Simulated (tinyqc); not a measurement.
Hole mobility in a silicon inversion layer, empirical terms and Matthiessen rule: effect of the temperature.

Inversion layer of sheet density Ns on a uniformly doped body. The mobility terms are empirical power laws with prefactors chosen for the exercise; adding their inverses (Matthiessen) is itself an approximation.

Nc and Nv are given at 350 K and scale as (T/350 K)^1.5; Eg is fixed. ni = sqrt(Nc Nv) exp(-Eg/(2 Vt)), Eg in volts; Ndep = sqrt(2 eps0 eps_r Nb (2 Vt ln(Nb/ni) + Vsb)/q); E = q (Ndep + eta Ns)/(eps0 eps_r), in MV/cm. With t = T/(300 K): muC = Ac (Ns/1e12 cm^-2) t/(Nb/1e17 cm^-3 + Nit/1e11 cm^-2), muP = Ap E^(-1/3) t^(-1.75), muS = As E^(-gs); 1/mu is the sum of the inverses.

Parameters, values chosen for the exercise; material values close to those of silicon: band gap Eg = 1.14 eV; relative permittivity of the semiconductor eps_r = 11.7; conduction-band density of states at the reference temperature Nc = 3.5e19 cm^-3; valence-band density of states at the reference temperature Nv = 3.4e19 cm^-3; body doping Nb = 1.4e18 cm^-3; reverse body bias Vsb = 0.6 V; weight of the inversion charge in the effective field eta = 0.3333; phonon-limited mobility at 1 MV/cm and 300 K Ap = 115 cm^2/(V s); roughness-limited mobility at 1 MV/cm As = 366 cm^2/(V s); exponent of the roughness term gs = 1; Coulomb prefactor Ac = 2100 cm^2/(V s); charge at the interface Nit = 3.4e11 cm^-2; inversion density Ns = 2.1e12 cm^-2.

Constants: q = 1.602176634e-19 C, kB = 1.380649e-23 J/K, Vt = kB T/q, eps0 = 8.8541878128e-14 F/cm where lengths are in cm. Results are converted to the units shown.

Results:
```
T (K),E (MV/cm),muC (cm^2/(V s)),muP (cm^2/(V s)),muS (cm^2/(V s)),mu (cm^2/(V s))
120,0.9680,101.4,577.8,378.1,70.23
160,0.9622,135.2,350.0,380.4,77.61
200,0.9557,169.0,237.4,383.0,78.48
250,0.9468,211.2,161.1,386.6,73.92
350,0.9267,295.7,90.07,395.0,58.77
400,0.9156,337.9,71.58,399.7,51.47
450,0.9040,380.2,58.50,404.9,45.06
```

Estimate the missing row, T = 300 K.

Computed row:
```
T (K),E (MV/cm),muC (cm^2/(V s)),muP (cm^2/(V s)),muS (cm^2/(V s)),mu (cm^2/(V s))
300,0.9371,253.4,117.5,390.6,66.60
```

With this row back in the table: As T goes from 120 to 450 K, E falls from 0.968 to 0.904 MV/cm and mu goes from 70.2 through a maximum of 78.5 (at T = 200 K among the rows listed) to 45.1 cm^2/(V s). The smallest term is the Coulomb one in the first row and the phonon one in the last. Coulomb scattering weakens and phonon scattering grows with T, hence the maximum. For T = 120 to 160 K dopant freeze-out and degenerate screening, left out here, matter.

Computed by the program tinyqc: `OMP_NUM_THREADS=1 python tinyqc.py 2510133 2510134 out.jsonl`, one thread of a shared Intel Xeon 2.30GHz, about 0.01 s for the whole run.
